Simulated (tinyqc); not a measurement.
# A chain with uneven site energies and dephasing by Buettiker voltage probes, step by step

Computed by the program tinyqc: `OMP_NUM_THREADS=1 python tinyqc.py 2700028 2700029 out.jsonl`, one thread of a shared Intel Xeon 2.30GHz, about 0.01 s for the whole run. Printed values are rounded.

Sites 1 to 6 form a chain with hopping -t. Lead L joins site 1 and lead R site 6, both semi-infinite chains with hopping -t and site energy 0. Every site carries a probe with self-energy -i Gamma_p/2 that draws no net current. Linear response at zero temperature: mu_L = 1, mu_R = 0 in units of the bias.

Inputs (values chosen for the exercise):
- t = 1.1 eV (hopping (matrix element -t))
- U = [-1.08, -0.15, 0.23, -0.74, -1.02, -0.44] eV (site energies 1 to N)
- E = 0.67 eV (Fermi energy)
- gp = 1 eV (probe broadening Gamma_p)

Constants: q = 1.602176634e-19 C, h = 6.62607015e-34 J s. Results are converted to the units shown.

## Green function

Sigma = t^2 g(E), g(x) = (x - i sqrt(4 t^2 - x^2))/(2 t^2) for |x| < 2 t and (x - sign(x) sqrt(x^2 - 4 t^2))/(2 t^2) otherwise; Gamma = -2 Im Sigma; G = (E - H - Sigma_L - Sigma_R + i Gamma_p/2)^(-1).

Sigma = 0.33500-1.04775i eV
Gamma = 2.09550 eV

G (1/eV):
```
                     1                    2                    3                    4
1   0.188077-0.381353i   0.130575+0.225925i  -0.182722+0.153583i   0.012324-0.204303i
2   0.130575+0.225925i   0.149919-0.474347i   0.451145+0.059534i  -0.303317+0.245468i
3  -0.182722+0.153583i   0.451145+0.059534i  -0.126525-0.403029i   0.325361+0.159189i
4   0.012324-0.204303i  -0.303317+0.245468i   0.325361+0.159189i   0.245531-0.457035i
5   0.074060+0.102695i   0.049228-0.236308i  -0.218170+0.051086i   0.061261+0.315041i
6  -0.079427+0.012864i   0.120272+0.095210i   0.033047-0.138508i  -0.196449-0.054829i

                     5                    6
1   0.074060+0.102695i  -0.079427+0.012864i
2   0.049228-0.236308i   0.120272+0.095210i
3  -0.218170+0.051086i   0.033047-0.138508i
4   0.061261+0.315041i  -0.196449-0.054829i
5   0.282845-0.482757i   0.193842+0.298083i
6   0.193842+0.298083i   0.034129-0.491245i
```

## Transmissions between terminals

With Gamma the broadening by one lead, T_RL = Gamma^2 |G_(6,1)|^2, T_pL = Gamma Gamma_p |G_(p,1)|^2, T_pR = Gamma Gamma_p |G_(p,6)|^2, T_pq = Gamma_p^2 |G_(p,q)|^2 for p != q.

T_RL = 0.0284287

```
probe      T_pL      T_pR
1      0.378872  0.013567
2      0.142687  0.049308
3      0.119391  0.042489
4      0.087784  0.087169
5      0.033593  0.264930
6      0.013567  0.508130
```

T_pq:
```
          1         2         3         4         5         6
1  0.000000  0.068092  0.056975  0.041892  0.016031  0.006474
2  0.068092  0.000000  0.207076  0.152255  0.058265  0.023530
3  0.056975  0.207076  0.000000  0.131201  0.050208  0.020276
4  0.041892  0.152255  0.131201  0.000000  0.103004  0.041598
5  0.016031  0.058265  0.050208  0.103004  0.000000  0.126428
6  0.006474  0.023530  0.020276  0.041598  0.126428  0.000000
```

## Probe potentials and effective transmission

No current into probe p: W mu = T_pL with W_pp = T_pL + T_pR + sum_q T_pq and W_pq = -T_pq. Then T_eff = T_RL + sum_p T_pR mu_p, and the resistance is (h/2q^2)/T_eff.

W:
```
           1          2          3          4          5          6
1   0.581902  -0.068092  -0.056975  -0.041892  -0.016031  -0.006474
2  -0.068092   0.701213  -0.207076  -0.152255  -0.058265  -0.023530
3  -0.056975  -0.207076   0.627617  -0.131201  -0.050208  -0.020276
4  -0.041892  -0.152255  -0.131201   0.644904  -0.103004  -0.041598
5  -0.016031  -0.058265  -0.050208  -0.103004   0.652458  -0.126428
6  -0.006474  -0.023530  -0.020276  -0.041598  -0.126428   0.740004
```

mu_p, probe 1 to 6: 0.824357  0.595832  0.593562  0.504072  0.276624  0.136352
T_eff = 0.280721
resistance = 45.9759 kohm

Without probes the transmission is 0.5503. With them, 10.1 % of the current crosses without entering a probe.

## Current at both leads

In units of (2 q^2/h) times the bias, T_RL + sum_p T_pL (1 - mu_p) leaves L and T_RL + sum_p T_pR mu_p enters R.

current leaving L = 0.280721
current entering R = 0.280721

The two are equal: the probes conserve the current.
